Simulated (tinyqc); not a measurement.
Microkinetic model of a Langmuir-Hinshelwood surface reaction A + (1/2) B2 = AB with Bronsted-Evans-Polanyi barriers: one step, computed by the program tinyqc.

A adsorbs in equilibrium; B2 dissociates irreversibly on two free sites; adsorbed A and B react irreversibly and AB leaves at once. theta_A + theta_B + theta_* = 1.

Task: Steady state in closed form. theta_A = K_A p_A theta_*; 2 k1 p_B theta_*^2 = k2 theta_A theta_B, so theta_B = w theta_* with w = 2 k1 p_B/(k2 K_A p_A); theta_* = 1/(1 + K_A p_A + w); rate r = k2 theta_A theta_B.

Inputs (values chosen for the exercise, for a model catalyst): pressure p_A = 0.0087 bar; pressure p_B = 0.11 bar; temperature T = 625 K.

K_A = 0.9546428 1/bar

k1 = 1084.304 1/(bar s)

k2 = 5.856712 1/s

Give: w; theta_*; theta_A; theta_B; rate r.

Result:

w = 4904

theta_* = 2.039e-04

theta_A = 1.693e-06

theta_B = 0.9998

rate r = 9.915e-06 1/s per site

The surface is covered by B, and the reaction step limits. Caution: the linear relation gives a negative E1, which is set to zero: dissociation is not activated.
